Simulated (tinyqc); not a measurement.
Nudged elastic band on a two-dimensional model surface: one step, computed by the program tinyqc.

V(x, y) = -A (cos kx + cos ky) - B cos kx cos ky + (C sin ky + S sin kx)(1 - cos kx), k = 2 pi/a; the atom hops from the minimum at (0, 0) to that at (a, 0).

Problem. Stationary points. Newton steps x(new) = x - H^-1 grad V (moves limited to 0.3 angstrom) from (0, 0), (a, 0) and (a/2, 0) give the two minima and the saddle.

Inputs (values chosen for the exercise, for a model surface): amplitude A = 0.37 eV; amplitude B = 0.018 eV; skew C = 0.071 eV; asymmetry S = -0.039 eV; period a = 2.8 angstrom.

Surface: adatom on a square lattice. Climbing image: off.

Give: positions; energies; barrier from the start.

Solution.

positions (angstrom), rows start, end, saddle, columns x, y:
$$\begin{pmatrix}
0.000 & 0.000 \\
2.800 & 0.000 \\
1.492 & -0.169
\end{pmatrix}$$

energies (eV): start -0.7580, end -0.7580, saddle -0.0014

barrier from the start = 0.7566 eV
